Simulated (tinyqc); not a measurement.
Changing the allowed failure fraction F: time-dependent dielectric breakdown: cell percolation, Weibull statistics, area scaling and voltage extrapolation. Computed by tinyqc, a small Python program. Command: `OMP_NUM_THREADS=1 python tinyqc.py 3031588 3031589 out.jsonl tddb sweep`. One thread of a shared host (Intel(R) Xeon(R) Processor @ 2.30GHz), about 0.01 s of CPU time with the checks.

The oxide is divided into columns of area a^2, each holding m = t_ox/a cells (m is taken as continuous). A share lambda(t) = (t/t_1)^alpha of the cells is defective, and a column whose cells are all defective breaks down.

Inputs (values chosen for the exercise, for a model gate oxide):

| quantity | value | unit |
|---|---|---|
| oxide thickness t_ox | 3 | nm |
| defect cell size a | 1 | nm |
| exponent alpha of defect growth | 0.39 | - |
| time t_1 at which the occupied share would reach 1 | 8.7e+09 | s |
| test area A | 9 | um^2 |
| product area A_u | 400000 | um^2 |
| stress voltage V | 3.6 | V |
| use voltage V_u | 1.9 | V |
| local exponent n = -d ln t/d ln V at the stress voltage | 46 | - |
| activation energy E_a | 0.87 | eV |
| stress temperature T | 105 | C |
| use temperature T_u | 85 | C |

Voltage law used: E.

Constants: k_B = 8.617333262e-05 eV/K.

Method:
- Failure fraction F = 1 - (1 - lambda^m)^N with N = A/a^2 columns, which for small lambda^m is 1 - exp(-(t/t63)^beta) with beta = alpha m and t63 = t_1 N^(-1/beta); critical share lambda(t63) = N^(-1/m). 1 um^2 = 1e6 nm^2.
- All three voltage laws share the slope n at the stress voltage. Factor t(V_u)/t(V): E law exp(n (1 - V_u/V)); 1/E law exp(n (V/V_u - 1)); power law (V/V_u)^n.
- Temperatures in kelvin are T(C) + 273.15.
- Temperature factor exp[(E_a/k_B)(1/T_u - 1/T)]; area factor (A/A_u)^(1/beta); percentile factor (-ln(1 - F))^(1/beta); life = t63 x all four; 1 year = 3.15576e7 s.

One run for each value:

| allowed failure fraction F | projected life (years) | percentile factor |
|---|---|---|
| 1.00e-07 | 4.193e-04 | 1.040e-06 |
| 1.00e-06 | 3.001e-03 | 7.444e-06 |
| 1.00e-05 | 2.148e-02 | 5.327e-05 |
| 1.00e-04 | 1.537e-01 | 3.813e-04 |
| 1.00e-03 | 1.100e+00 | 2.730e-03 |
| 1.00e-02 | 7.905e+00 | 1.961e-02 |
| 1.00e-01 | 5.890e+01 | 1.461e-01 |
| 5.00e-01 | 2.947e+02 | 7.311e-01 |

What does the table show, and why?

Over the rows, projected life (years) rises from 4.19e-4 to 295 (exponent d ln y / d ln x 0.85 between the first rows and 1.0 between the last); percentile factor rises from 1.04e-6 to 0.731 (exponent d ln y / d ln x 0.85 between the first rows and 1.0 between the last). For small F the life scales as F^(1/beta), 1/beta = 0.855.

Caution (all rows): t_1 is an input here; in a real oxide it changes with thickness at fixed voltage. Caution (all rows): a voltage factor of more than nine decades rests wholly on the chosen law and cannot be tested.
